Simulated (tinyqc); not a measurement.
Worked calculation: rapid thermal processing of a wafer: radiative balance, ramp and cooling, pattern effects, pyrometer error and spike budget. Computed by tinyqc, a small Python program that keeps every step. Command: `OMP_NUM_THREADS=1 python tinyqc.py 3110659 3110660 out.jsonl rtp walk`. One thread of a shared host (Intel(R) Xeon(R) Processor @ 2.30GHz), about 0.04 s of CPU time with the checks. Intermediate numbers are printed to about 5 digits and carried at full precision; extremes and crossings named in words are read from the listed rows.

The wafer is opaque and uniform through its thickness unless said otherwise; temperatures in formulas are in kelvin (C + 273.15). sigma = 5.670374419e-12 W/(cm^2 K^4).

Inputs (values chosen for the exercise, modelled on a hot silicon wafer):
```
quantity                                              value         unit
wafer thickness d                                       725   micrometre
heat capacity per volume C                             2.11   J/(cm^3 K)
thermal conductivity k                                 0.28     W/(cm K)
emissivity eps of each face                            0.68            -
reflectivity of the chamber walls r                   0.079            -
gas heat-transfer coefficient h, both faces together   0.77  mW/(cm^2 K)
wall temperature T_w                                    350            K
process temperature                                     988            C
starting temperature                                    550            C
ramp rate                                                52          K/s
relative change of absorptivity over a pattern           11            %
period of the pattern                                   5.7           mm
pyrometer wavelength                                    4.5   micrometre
error of the assumed emissivity                         9.8            %
activation energy of the process E_a                      4           eV
```

Constants: k_B = 8.617333262e-05 eV/K; h = 6.62607015e-34 J s; c = 299792458 m/s; k_B = 1.380649e-23 J/K.

## Power to hold and to ramp

Effective emissivity between parallel grey plates: eps_eff = 1/(1/eps + 1/(1 - r) - 1). Loss per area q(T) = 2 eps_eff sigma (T^4 - T_w^4) + h (T - T_w). Absorbed power during a ramp = q(T) + C d x ramp rate; thermal time constant tau = C d/(dq/dT), dq/dT = 8 eps_eff sigma T^3 + h; natural cooling rate q/(C d); front-to-back difference under one-sided heating at the end of the ramp = (absorbed power) d/(2 k).

eps_eff = 0.64252

holding power q = 19.025 W/cm^2

power at the end of the ramp = 26.980 W/cm^2

dq/dT = 59.234 mW/(cm^2 K)

time constant tau = 2.5825 s

natural cooling rate = 124.37 K/s

front-to-back difference = 3.4929 K

Radiation carries 96 % of the loss. The ramp needs 1.4 times the holding power.

## Cooling curve

Cooling with the lamps off: C d dT/dt = -q(T), integrated adaptively (relative tolerance 1e-10).

Lamps off at t = 0:
```
t (s)   T (C)  cooling rate (K/s)
0.26   957.20              112.87
0.52   929.16              103.11
1.00   883.32               88.55
1.80   819.94               71.03
2.60   768.28               58.80
3.90   701.23               45.36
6.50   605.17               30.29
10.00  518.77               20.24
```

The rate falls from 124 K/s at t = 0 to 20.2 K/s in the last row.

## Thermal budget of a spike

Spike anneal: linear ramp to the peak, then lamps off. Equivalent time at the peak = int exp(-(E_a/k_B)(1/T - 1/T_peak)) dt; estimate (k_B T^2/E_a)(1/ramp rate + 1/cooling rate). The ramp part uses 4000 trapezoid steps, the cooling part 4000 steps over 4 tau. Time within 50 K of the peak from the same curves.

equivalent time, ramp = 0.62577 s

equivalent time, cooling = 0.29026 s

equivalent time, total = 0.91603 s

estimate = 0.93444 s

time within 50 K of the peak = 1.3970 s

Cooling supplies 32 % of the budget.

## What a faster ramp buys

The formulas are those given above.

Against the ramp rate:
```
ramp (K/s)  ramp part (s)  cooling part (s)  total (s)  power at the peak (W/cm^2)
10                 3.2540           0.29026     3.5443                       20.56
25                 1.3016           0.29026     1.5919                       22.85
50                 0.6508           0.29026     0.9411                       26.67
100                0.3254           0.29026     0.6157                       34.32
250                0.1302           0.29026     0.4204                       57.27
500                0.0651           0.29026     0.3553                       95.51
1000               0.0325           0.29026     0.3228                      172.00
```

From 10 to 100 K/s the total falls by a factor 5.8, from 100 to 1000 K/s by 1.91: the cooling part, 0.290 s, is a floor, and the natural cooling rate here is 124 K/s.

## Pattern effect

At steady state a sinusoidal change of absorbed power of relative amplitude a and period p gives the temperature amplitude a q/(dq/dT + k d (2 pi/p)^2); healing length l = sqrt(k d/(dq/dT)); process change = E_a dT/(k_B T^2). Emissivity is taken as unchanged.

healing length l = 5.8541 mm

amplitude without lateral conduction = 35.331 K

amplitude = 0.82854 K

change of the process rate = 2.4181 %

Lateral conduction cuts the amplitude to 2.3 %, since p/(2 pi l) = 0.15.

## Pyrometer error

Signal proportional to eps/(exp(c2/(lambda T)) - 1), c2 = h c/k_B. If the assumed emissivity is too high by the given error, the reading T' solves (1 + error)/(exp(c2/(lambda T')) - 1) = 1/(exp(c2/(lambda T)) - 1). Wien estimate: T' - T = -lambda T^2 ln(1 + error)/c2. Process rates go as exp(-E_a/(k_B T)).

c2 = 14388 micrometre K

c2/(lambda T) = 2.5352

reading less true temperature = -41.560 K

Wien estimate = -46.507 K

rate at T over rate at T', less 1 = 250.52 %

Caution: below about 600 C lightly doped silicon is partly transparent at this wavelength, so its emissivity is not yet the hot value early in the ramp.

Checks made by the program: cooling time against quadrature of C d dT/q (relative difference 3e-08).
